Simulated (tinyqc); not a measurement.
Worked calculation: Hubbard ring of 5 sites. One step of it, computed by the program tinyqc.

Task: Mean-field iteration 3. H(up) = T + U n(down), H(down) = T + U n(up); fill the lowest levels; n(new) = n + mixing (n(out) - n); E = tr T (rho up + rho down) + U sum n_up n_down of the output.

one-body matrix (hopping and site energies) (eV):
```
           1          2          3          4          5
1   0.750000  -1.780000   0.000000   0.000000  -1.780000
2  -1.780000  -0.870000  -1.780000   0.000000   0.000000
3   0.000000  -1.780000   0.560000  -1.780000   0.000000
4   0.000000   0.000000  -1.780000  -0.650000  -1.780000
5  -1.780000   0.000000   0.000000  -1.780000   0.210000
```

U = 4.200000 eV

electrons, up and down: 3  2

mixing = 0.200000

n(up) after iteration 2: 1 0.606113, 2 0.594711, 3 0.610545, 4 0.583965, 5 0.636667

n(down) after iteration 2: 1 0.288436, 2 0.549756, 3 0.289772, 4 0.521577, 5 0.318459

Give: levels, up; levels, down; energy; n(up) after iteration 3; n(down) after iteration 3.

Result:

levels, up (eV): -1.913  0.423  0.675  4.496  4.585

levels, down (eV): -1.102  0.905  1.903  5.347  5.681

energy = -5.911 eV

n(up) after iteration 3: 1 0.596, 2 0.603, 3 0.604, 4 0.590, 5 0.633

n(down) after iteration 3: 1 0.269, 2 0.582, 3 0.269, 4 0.545, 5 0.309
